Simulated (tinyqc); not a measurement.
Chemical-mechanical planarisation: Preston law, pattern density and step-height reduction: one step, computed by the program tinyqc. Command: `OMP_NUM_THREADS=1 python tinyqc.py 3003625 3003626 out.jsonl cmp walk`. One thread of a shared host (Intel(R) Xeon(R) Processor @ 2.30GHz), about 0.01 s of CPU time with the checks.

A row of 10 cells, repeated periodically, holds raised features that cover a share rho of each cell.

Question. State at time t. While h > h_c only raised areas polish, at R0/rho_eff, until t_c = rho_eff (h0 - h_c)/R0. After that h = h_c exp(-(t - t_c)/tau), tau = rho_eff h_c/R0; low areas polish at R0 (1 - h/h_c) and raised areas at R0 [1 + (1 - rho_eff) h/(rho_eff h_c)]. Removed from raised areas after t_c: h0 - h_c + R0 (t - t_c) + (1 - rho_eff)(h_c - h); from low areas: R0 (t - t_c) - rho_eff (h_c - h). Film left = z0 less the removal from raised areas.

Inputs (values chosen for the exercise, close to those used for oxide polishing):
```
quantity                        value  unit
initial step height h0            640    nm
contact height h_c                130    nm
film above the raised areas z0   1500    nm
polish time t                      71     s
```

effective densities: 0.4109680  0.4061218  0.3881290  0.3659834  0.3729107  0.4311676  0.4964774  0.5017858  0.4565330  0.4199235

blanket rate R0 = 4.649714 nm/s

Give: Cells; range of film left across the row; largest remaining step; thinnest film left.

Answer.

Cells:
```
cell  rho_eff  t_c (s)  step h (nm)  removed, raised (nm)  removed, low (nm)  film left on raised areas (nm)
1      0.4110    45.08        13.62                 699.1              72.71                           800.9
2      0.4061    44.55        12.65                 702.7              75.35                           797.3
3      0.3881    42.57         9.47                 715.9              85.40                           784.1
4      0.3660    40.14         6.37                 731.9              98.23                           768.1
5      0.3729    40.90         7.25                 726.9              94.17                           773.1
6      0.4312    47.29        18.19                 683.8              62.03                           816.2
7      0.4965    54.46        39.47                 632.5              31.98                           867.5
8      0.5018    55.04        41.67                 628.2              29.90                           871.8
9      0.4565    50.07        25.23                 664.2              49.47                           835.8
10     0.4199    46.06        15.54                 692.4              67.90                           807.6
```

range of film left across the row = 103.6 nm

largest remaining step = 41.67 nm

thinnest film left = 768.1 nm

10 of 10 cells have reached contact. The cell with the lowest rho_eff has lost the most film from its raised areas.
